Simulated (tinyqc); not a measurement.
# Metal gate on a two-layer dielectric stack with fixed charge and a dipole: several studies

Gate, layer 2, layer 1, p-type semiconductor; x runs from the gate inwards. Charges are counted in units of +q. psi is the band bending at the surface, positive towards inversion. Classical charge, Boltzmann statistics, no interface traps.

Values chosen for this exercise; band and dielectric values close to those of silicon, layer 1 close to silicon dioxide, layer 2 close to zirconium oxide: temperature T = 350 K; band gap Eg = 1.1 eV; relative permittivity eps_r = 11.5; conduction-band density of states at T Nc = 3.58e19 cm^-3; valence-band density of states at T Nv = 3.28e19 cm^-3; electron affinity chi = 4.1 eV; acceptor density Na = 7.3e16 cm^-3; work function of the gate metal pM = 4.42 eV; thickness of layer 1, next to the semiconductor t1 = 1.9 nm; relative permittivity of layer 1 e1 = 3.8; thickness of layer 2, next to the gate t2 = 3.7 nm; relative permittivity of layer 2 e2 = 24.1; fixed charge at the semiconductor interface Q1 = 5.1e10 cm^-2; fixed charge between the layers Q2 = 1e12 cm^-2; uniform charge density in layer 1 r1 = -3.3e18 cm^-3; uniform charge density in layer 2 r2 = 6.8e17 cm^-3; flat-band shift by a dipole layer between the layers Vd = 0 V.

Constants: q = 1.602176634e-19 C, kB = 1.380649e-23 J/K, Vt = kB T/q, eps0 = 8.8541878128e-14 F/cm where lengths are in cm. Results are converted to the units shown.

Each table varies one quantity; the others keep the values above.

## Threshold against doping

EOT = 3.9 (t1/e1 + t2/e2), Cox = eps0/(t1/e1 + t2/e2); phi_ms = pM - (chi + Eg - Vt ln(Nv/Na)). Vfb = phi_ms + Vd - (q/eps0) [Q1 (t1/e1 + t2/e2) + Q2 t2/e2 + r1 (t1^2/(2 e1) + t1 t2/e2) + r2 t2^2/(2 e2)]: each charge counts with its electrical distance from the gate. ni = sqrt(Nc Nv) exp(-Eg/(2 Vt)), Eg in volts, pB = Vt ln(Na/ni), Vth = Vfb + 2 pB + sqrt(4 q eps0 eps_r Na pB)/Cox.

Result of one run:
```
Na (cm^-3)	phi_ms (V)	2 pB (V)	Qd/Cox (V)	Vth (V)
5.6e16	-0.5878	0.7129	0.08424	0.2179
```

What becomes of these results when the acceptor density Na is changed from 5.6e16 to 2.8e18 cm^-3, all else the same?

Result of the changed run:
```
Na (cm^-3)	phi_ms (V)	2 pB (V)	Qd/Cox (V)	Vth (V)
2.8e18	-0.7058	0.9489	0.6872	0.9388
```

The whole series:
```
Na (cm^-3)	phi_ms (V)	2 pB (V)	Qd/Cox (V)	Vth (V)
1.1e15	-0.4693	0.4759	0.009646	0.02474
3e15	-0.4995	0.5364	0.01691	0.06227
8e15	-0.5291	0.5956	0.02910	0.1040
2.1e16	-0.5582	0.6538	0.04940	0.1534
5.6e16	-0.5878	0.7129	0.08424	0.2179
1.5e17	-0.6175	0.7724	0.1435	0.3068
4e17	-0.6471	0.8315	0.2432	0.4361
1.1e18	-0.6776	0.8926	0.4178	0.6412
2.8e18	-0.7058	0.9489	0.6872	0.9388
```

Vth rises from 0.0247 to 0.939 V. Of the change, phi_ms + 2 pB gives 237 mV (Vt ln 10 a decade) and the depletion charge 678 mV, growing as Na^(0.54).

## Flat band against the thickness t1

Same model as above.

Flat band against the thickness t1:
```
t1 (nm)	EOT (nm)	Vfb (V)	Vth (V)
0.5	1.112	-0.6231	0.1482
0.9	1.522	-0.6161	0.1710
1.2	1.830	-0.6091	0.1897
1.6	2.241	-0.5976	0.2169
1.9	2.549	-0.5873	0.2389
2.3	2.959	-0.5714	0.2704
2.6	3.267	-0.5578	0.2958
3	3.678	-0.5375	0.3317
```

Read the table: what changes, and by how much?

Vfb rises from -0.623 to -0.538 V and Vth rises from 0.148 to 0.332 V. The slope dVfb/dEOT is 17.3 mV/nm between the first two rows and 49.4 between the last two: the charge inside the growing layer bends the line. A line through the end rows meets EOT = 0 at -0.660 V, against phi_ms + Vd = -0.596 V; an effective work function read from it is off by -64.5 mV from pM.

## Flat band against the thickness t2

Same model as above.

Flat band against the thickness t2:
```
t2 (nm)	EOT (nm)	Vfb (V)	Vth (V)
1	2.112	-0.5755	0.2340
2.3	2.322	-0.5807	0.2368
3.6	2.533	-0.5868	0.2388
4.9	2.743	-0.5938	0.2398
6.1	2.937	-0.6010	0.2401
7.4	3.148	-0.6096	0.2395
8.7	3.358	-0.6191	0.2380
10	3.568	-0.6294	0.2357
```

What does the table show?

Vfb falls from -0.575 to -0.629 V and Vth goes from 0.234 through a maximum of 0.240 (at t2 = 6.1 nm among the rows listed) to 0.236 V. The slope dVfb/dEOT is -24.9 mV/nm between the first two rows and -49.2 between the last two: the charge inside the growing layer bends the line. A line through the end rows meets EOT = 0 at -0.497 V, against phi_ms + Vd = -0.596 V; an effective work function read from it is off by 98.5 mV from pM.

Numbers from tinyqc (`OMP_NUM_THREADS=1 python tinyqc.py 2010016 2010017 out.jsonl`; about 0.01 s on one thread of a shared Intel Xeon 2.30GHz).
